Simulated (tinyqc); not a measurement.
Deep-level transient spectroscopy: one step of the calculation.

Schottky contact on an n-type layer with shallow donors Nd (all ionised) and a donor-like deep trap, neutral when filled and positive when empty; depletion approximation. Traps within lam of the depletion edge stay filled. A long pulse to Vp fills the traps beyond x1 = Wp - lam; back at Vr those between x1 and x2 = Wr - lam emit. A rate window reads S = C(t2) - C(t1).

Problem. Widths. lam = sqrt(2 eps0 eps_r (EF - ET)/(q Nd)), EF - ET = Et - (kB T/q) ln(Nc(T)/Nd), Nc(T) = Nc (T/300 K)^1.5. In the steady state at the band bending V, 2 eps0 eps_r V/q = Nd W^2 + Nt (W - lam)^2 (the second term only if W > lam). V = Vbi + Vr gives Wr and V = Vbi + Vp gives Wp; x1 = max(Wp - lam, 0).

Parameters, values chosen for the exercise; material values close to those of silicon: relative permittivity eps_r = 11.5; conduction-band density of states at 300 K Nc = 2.85e19 cm^-3; shallow donor density Nd = 4.4e15 cm^-3; built-in voltage Vbi = 0.6 V; depth of the trap below the conduction edge Et = 0.23 eV; trap density Nt = 3.2e14 cm^-3; reverse bias Vr = 9 V; reverse bias during the filling pulse Vp = 0.3 V; temperature of the transient T = 175 K.

Constants: q = 1.602176634e-19 C, kB = 1.380649e-23 J/K, eps0 = 8.8541878128e-14 F/cm where lengths are in cm. Results are converted to the units shown.

Give: lam; Wr; Wp; x1; x2; G = (x2^2 - x1^2)/Wr^2.

Solution.

lam = 178.1 nm
Wr = 1619 nm
Wp = 502.3 nm
x1 = 324.2 nm
x2 = 1441 nm
G = (x2^2 - x1^2)/Wr^2 = 0.7520

tinyqc, about 0.01 s, one thread, Intel Xeon 2.30GHz (shared host): `OMP_NUM_THREADS=1 python tinyqc.py 2050071 2050072 out.jsonl`
